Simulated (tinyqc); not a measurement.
Thermal stress, cracking, delamination and buckling of a thin film; Griffith cracks and misfitting inclusions: one step, computed by the program tinyqc.

Isotropic linear elasticity; the substrate is much thicker than the film; stress is positive in tension.

Question. Elastic mismatch. Dundurs alpha = (Ebar - Ebar_s)/(Ebar + Ebar_s), with Ebar_s = E_s/(1 - nu_s^2). The channel-crack factor is taken as g = 1.258 (1 - alpha)^(-0.7), a rough interpolation chosen for the exercise (1.258 is the value for matched materials).

Inputs (values chosen for the exercise, for a model film):
```
quantity                       value  unit
deposition temperature T_d      1275     K
final temperature T              300     K
substrate Young's modulus E_s    143   GPa
substrate Poisson ratio nu_s    0.26     -
```

Ebar = 414.4965 GPa

Give: Dundurs alpha; factor g.

Answer.

Dundurs alpha = 0.4598

factor g = 1.936

A stiff film on a softer substrate opens wider and cracks more easily.
